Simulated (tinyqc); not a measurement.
## Pinning of the barrier by interface states

Cowley-Sze model with the space charge neglected: phiB = S (phiM - chi) + (1 - S)(Eg - phi0), S = 1/(1 + q Dit dl/(eps0 ei)), dl in cm.

Values chosen for this exercise; band and dielectric values close to those of gallium phosphide:
```
symbol  value  unit                                         meaning
Eg       2.28    eV                                        band gap
chi      3.87    eV                               electron affinity
dl        0.3    nm              thickness of the interfacial layer
ei          1        relative permittivity of the interfacial layer
phi0     0.95    eV            neutral level above the valence band
phiM     4.31    eV                             metal work function
```

Constants: q = 1.602176634e-19 C, eps0 = 8.8541878128e-14 F/cm where lengths are in cm. Results are converted to the units shown.

Pinning of the barrier by interface states:

| Dit (cm^-2 eV^-1) | S | phiB (eV) | change of phiB for 0.5 eV more work function (eV) |
|---|---|---|---|
| 1e11 | 0.99460 | 0.44481 | 0.49730 |
| 3e11 | 0.98398 | 0.45426 | 0.49199 |
| 1e12 | 0.94851 | 0.48583 | 0.47425 |
| 3e12 | 0.85995 | 0.56464 | 0.42998 |
| 1e13 | 0.64815 | 0.75315 | 0.32407 |
| 3e13 | 0.38044 | 0.99141 | 0.19022 |
| 1e14 | 0.15556 | 1.1916 | 0.077778 |
| 3e14 | 0.057852 | 1.2785 | 0.028926 |
| 1e15 | 0.018088 | 1.3139 | 0.0090440 |

What does the table show?

S falls from 0.995 to 0.0181, passing 1/2 at Dit = eps0 ei/(q dl) = 1.84e13 cm^-2 eV^-1. The barrier rises from 0.445 to 1.31 eV, from near the Schottky-Mott value phiM - chi = 0.440 eV towards the pinned value Eg - phi0 = 1.33 eV.

tinyqc, about 0.1 s, one thread, Intel Xeon 2.30GHz (shared host): `OMP_NUM_THREADS=1 python tinyqc.py 2020095 2020096 out.jsonl`
